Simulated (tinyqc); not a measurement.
Mirror strength against the number of periods: longitudinal sound in a periodic multilayer: transfer matrices, stop bands and folded phonons. Computed by tinyqc, a small Python program. Command: `OMP_NUM_THREADS=1 python tinyqc.py 3031627 3031628 out.jsonl multilayer walk`. One thread of a shared host (Intel(R) Xeon(R) Processor @ 2.30GHz), about 0.01 s of CPU time with the checks.

Layers 1 and 2 repeat with period d = d_1 + d_2; waves travel normal to the layers, without loss. State vector (u, s): displacement u and stress divided by omega. Impedances Z = rho v are in 1e6 kg/(m^2 s).

Inputs (values chosen for the exercise, modelled on gallium nitride (layer 1), aluminium nitride (layer 2) and gallium arsenide (substrate)):
```
quantity            value    unit
density rho_1        6.12  g/cm^3
velocity v_1         8010     m/s
thickness d_1         595      nm
density rho_2        3.31  g/cm^3
velocity v_2        10800     m/s
thickness d_2         816      nm
substrate density    5.38  g/cm^3
substrate velocity   4750     m/s
frequency f          3.28     GHz
```

Method:
- Z = rho v; interface reflection r = (Z_2 - Z_1)/(Z_2 + Z_1) (stress amplitude, from 1 into 2); Bragg frequency f_B = 1/[2 (d_1/v_1 + d_2/v_2)]; long-wave velocity v_eff = d/sqrt[(d_1/v_1)^2 + (d_2/v_2)^2 + (Z_1/Z_2 + Z_2/Z_1)(d_1/v_1)(d_2/v_2)].
- A layer maps (u, s) by [[cos p, sin p/Z], [-Z sin p, cos p]], p = 2 pi f d_i/v_i; one period is M = M_2 M_1, and cos(q d) = trace(M)/2.
- For N periods A = M^N. A wave comes from a thick layer of material 1 and leaves into the substrate (Z_s): transmitted power T = 4 Z_1 Z_s/|Z_1 A_22 + Z_s A_11 - i (Z_1 Z_s A_12 - A_21)|^2, reflected power R = 1 - T.

Bragg frequency f_B = 3.33694 GHz

Z_2 = 35.748

Z_1 = 49.0212

Z of the substrate = 25.555

trace(M)/2 = -1.04879

Transmitted power:
```
N     T at f_B  T at f_B (dB)      T at f
1      0.99988    -5.1504e-04     0.99988
2      0.91201       -0.39999     0.91171
3      0.69508        -1.5796     0.69506
4      0.46130        -3.3602     0.46243
6      0.15944        -7.9741     0.16178
8     0.047909        -13.196    0.049449
12   0.0039192        -24.068   0.0041972
16  3.1406e-04        -35.030  3.4903e-04
24  2.0099e-06        -56.968  2.4051e-06
```

At f_B each further period removes 2.74 dB at large N, which is 20 log10 of the impedance ratio, 2.74 dB, as for a quarter-wave stack; 99 % reflection needs N = 12 among these rows. At f, in a stop band, T decays as well.
